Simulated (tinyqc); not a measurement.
# Changing the displacement dQ

Model: configuration-coordinate model of a defect: Huang-Rhys factor and luminescence line shape. Computed by tinyqc, a small Python program. Command: `OMP_NUM_THREADS=1 python tinyqc.py 3024234 3024235 out.jsonl ccline sweep`. One thread of a shared host (Intel(R) Xeon(R) Processor @ 2.30GHz), about 0.05 s of CPU time with the checks.

Ground state E_g(Q) = (1/2) omega_g^2 Q^2; excited state E_e(Q) = E_0 + (1/2) omega_e^2 (Q - dQ)^2 with omega_e = omega_g and E_0 = E_ZPL. Q is mass-weighted; the dipole does not depend on Q (Condon approximation).

Inputs (values chosen for the exercise, for a model defect):
```
quantity                          value        unit
zero-phonon energy E_ZPL              1          eV
ground-state phonon hbar omega_g   18.8         meV
temperature T                       300           K
refractive index n_r                2.7           -
transition dipole mu                1.5  e angstrom
quenching prefactor nu_0          9e+11         1/s
```

Modes: equal frequencies in both states.

Constants: hbar^2/u = 4.18015928e-03 eV angstrom^2; k_B = 8.617333262e-05 eV/K; hbar = 6.582119569e-16 eV s; e = 1.602176634e-19 C; eps_0 = 8.8541878128e-12 F/m; hbar = 1.054571817e-34 J s; c = 299792458 m/s.

Method:
- S = hbar omega dQ^2/(2 hbar^2/u) for each state; relaxation energy S hbar omega; absorption at E_0 + S_e hbar omega_e, emission at E_0 - S_g hbar omega_g; the Stokes shift is their difference.
- Overlaps <m_e|n_g> of harmonic-oscillator functions (Hermite recursion, positive leading coefficients) by a sum over an even grid (700 points from x = -9 to 9 + d for the small table, 1500 points from -16 to 16 + d for the thermal sums), with x = Q sqrt(omega_g/hbar), d = sqrt(2 S_g) and frequency ratio omega_e/omega_g.
- Initial levels m = 0..24 carry Boltzmann weights exp(-m hbar omega_e/k_B T), normalised; final levels n = 0..79; a line lies at E_ZPL + m hbar omega_e - n hbar omega_g with weight w_m <m|n>^2. Moments are taken over these weights without the E^3 factor; FWHM = 2 sqrt(2 ln 2) x standard deviation; the zero-phonon weight is the sum of w_m <m|m>^2.
- The curves cross at the root Q_c nearest dQ; the barrier is (1/2) omega_e^2 (Q_c - dQ)^2, with (1/2) omega^2 = (hbar omega)^2/(2 hbar^2/u). k_r = n_r omega^3 mu^2/(3 pi eps_0 hbar c^3) at the vertical emission energy, without local-field correction; k_nr = nu_0 exp(-barrier/k_B T) (Mott-Seitz); yield = k_r/(k_r + k_nr); T_1/2 = barrier/(k_B ln(nu_0/k_r)).

One run for each value; columns: (1) displacement dQ (u^(1/2) angstrom); (2) S_g; (3) zero-phonon weight; (4) FWHM from the second moment (eV); (5) vertical emission energy (eV); (6) classical barrier (eV); (7) quenching temperature T_1/2 (K):
```
(1)     (2)     (3)     (4)     (5)    (6)    (7)
0.63   0.89  0.2355  0.0709  0.9832  14.40  15735
0.76   1.30  0.1765  0.0855  0.9756   9.74  10621
1.10   2.72  0.0921  0.1237  0.9488   4.40   4759
1.40   4.41  0.0530  0.1575  0.9171   2.54   2719
1.70   6.50  0.0299  0.1912  0.8778   1.58   1669
2.00   8.99  0.0162  0.2249  0.8309   1.02   1064
2.50  14.05  0.0052  0.2812  0.7358   0.51    517
3.00  20.24  0.0014  0.3374  0.6195   0.25    244
```

Give the missing row, displacement dQ (u^(1/2) angstrom) = 0.93.

Computed row; columns: (1) displacement dQ (u^(1/2) angstrom); (2) S_g; (3) zero-phonon weight; (4) FWHM from the second moment (eV); (5) vertical emission energy (eV); (6) classical barrier (eV); (7) quenching temperature T_1/2 (K):
```
(1)    (2)     (3)     (4)     (5)   (6)   (7)
0.93  1.94  0.1263  0.1046  0.9634  6.35  6893
```

Interpolating between the two neighbouring rows (linearly) misses most in quenching temperature T_1/2 (K), by 12 %. Over the rows, S_g rises from 0.893 to 20.2 (exponent d ln y / d ln x about 2.0 throughout); zero-phonon weight falls from 0.236 to 0.00142 (exponent d ln y / d ln x -1.5 between the first rows and -7.1 between the last); FWHM from the second moment (eV) rises from 0.0709 to 0.337 (exponent d ln y / d ln x about 1.00 throughout). The exponent of S_g stays at 2: S goes as dQ^2. The exponent of FWHM from the second moment stays at 1: the width goes as sqrt(S). A larger displacement widens and lowers the band and brings the crossing down, so strongly coupled centres quench first.

Caution (rows 0.630, 0.760, 0.930, 1.10): for small S the spectrum is a set of resolved lines, and a Gaussian width has little meaning. Caution (rows 0.630, 0.760, 0.930, 1.10, 1.40, 1.70, 2.00): the curves cross far outside the range of the harmonic model, so the barrier and T_1/2 have no quantitative meaning. Caution (rows 2.50, 3.00): the band is wide against its energy, so the E^3 factor left out of the moments shifts the observed peak up. Caution (rows 3.00): the barrier is below the relaxation energy of the excited state, so vertical excitation lands above the crossing and may bypass luminescence (Dexter-Klick-Russell rule).

Extremes, crossings and ranges named in words are read from the listed rows.
